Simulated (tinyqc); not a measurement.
Which input was changed? Model: speciation in dilute and buffered hydrofluoric acid, oxide etch rate and bath loading. Computed by tinyqc, a small Python program. Command: `OMP_NUM_THREADS=1 python tinyqc.py 3120632 3120633 out.jsonl hfetch which`. One thread of a shared host (Intel(R) Xeon(R) Processor @ 2.30GHz), about 0.02 s of CPU time with the checks.

Concentrations stand for activities, NH4+ and Cl- are spectators, and water ionisation is neglected. H, F and HF2 denote the ions H+, F- and HF2-. The base temperature is 298 K.

Inputs (values chosen for the exercise, of the order of those for thermal oxide at room temperature):

| quantity | value | unit |
|---|---|---|
| HF added | 1.7 | mol/L |
| NH4F added | 0 | mol/L |
| HCl added | 0 | mol/L |
| K1 = [H][F]/[HF] | 0.000674 | mol/L |
| K2 = [HF2]/([HF][F]) | 4.22 | L/mol |
| K3 = [H2F2]/[HF]^2 | 0 | L/mol |
| rate constant of neutral HF k_a | 12 | nm L/(min mol) |
| rate constant of HF2 k_b | 59 | nm L/(min mol) |
| activation energy | 0.42 | eV |
| temperature error | 0.96 | K |
| oxide removed per wafer | 3.3 | nm |

Constants: k_B = 8.617333262e-05 eV/K.

Method:
- Fluoride balance: [HF] + [F] + 2 [HF2] + 2 [H2F2] = HF added + NH4F added. Acid balance: [H] + [HF] + [HF2] + 2 [H2F2] = HF added + HCl added. For a trial [H], [HF] = [H][F]/K1, and the fluoride balance is a quadratic in [F].
- The root is refined to 1e-13 in pH = -log10 [H].
- Rate = k_a ([HF] + 2 [H2F2]) + k_b [HF2], an empirical two-term form.
- Time = oxide/rate; a temperature error changes the rate by exp((E_a/k_B)(1/298 - 1/(298 + error))) - 1.

Task: One of these inputs alone was changed, within the range given: HF added (0.85 to 3.4); K1 = [H][F]/[HF] (0.000337 to 0.001348); K2 = [HF2]/([HF][F]) (2.11 to 8.44); rate constant of neutral HF k_a (6 to 24). Which one, and to what value?

Results:

| run | [HF2] (mol/L) | pH | etch rate (nm/min) |
|---|---|---|---|
| before | 0.07623469 | 1.055529 | 22.92706 |
| after | 0.06869225 | 1.101386 | 22.67838 |

Result:

Each candidate set to reproduce [HF2], and what it then gives:

| candidate | range searched | value needed | pH | etch rate (nm/min) |
|---|---|---|---|---|
| HF added (mol/L) | 0.85 to 3.4 | 1.542 | 1.0949 | 20.772 |
| K1 = [H][F]/[HF] (mol/L) | 0.000337 to 0.001348 | 5.350e-4 | 1.1014 | 22.678 |
| K2 = [HF2]/([HF][F]) (L/mol) | 2.11 to 8.44 | 3.459 | 1.0888 | 22.650 |
| rate constant of neutral HF k_a (nm L/(min mol)) | 6 to 24 | no effect | - | - |

Only K1 = [H][F]/[HF] fits every result: it went from 0.000674 to 5.35e-4 mol/L. The next best candidate, K2 = [HF2]/([HF][F]), misses one result by 1.1 %.
